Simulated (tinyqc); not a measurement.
BCS gap equation with a constant attraction inside the Debye window: one step, computed by the program tinyqc.

Pairs attract with strength V for |xi| < k_B Theta; N(0) is the density of states for one spin. Energies are given as temperatures (E/k_B, in K) unless marked.

Problem. Critical temperature. Gap equation: 1/(N(0)V) = I(Delta, T) = int_0^Theta tanh(E/2T)/E d xi, E = sqrt(xi^2 + Delta^2); 64 Gauss-Legendre points in y with xi = max(Delta, T) sinh(y). T_c solves I(0, T_c) = 1/(N(0)V); the weak-coupling form is T_c = (2 e^C/pi) Theta exp(-1/(N(0)V)) with Euler's C = 0.5772157, and 2 Delta_0/T_c then tends to 2 pi e^-C = 3.528.

Inputs (values chosen for the exercise, modelled on niobium): coupling N(0)V = 0.285; Debye temperature Theta = 278 K.

Solver: secant.

Delta_0 = 16.65804 K

Give: T_c; weak-coupling T_c; 2 Delta_0/T_c.

Solution.

T_c = 9.4355 K

weak-coupling T_c = 9.4355 K

2 Delta_0/T_c = 3.5309

T_c/Theta = 0.0339; the ratio lies +0.09 % from 3.528, so the universal weak-coupling laws hold.
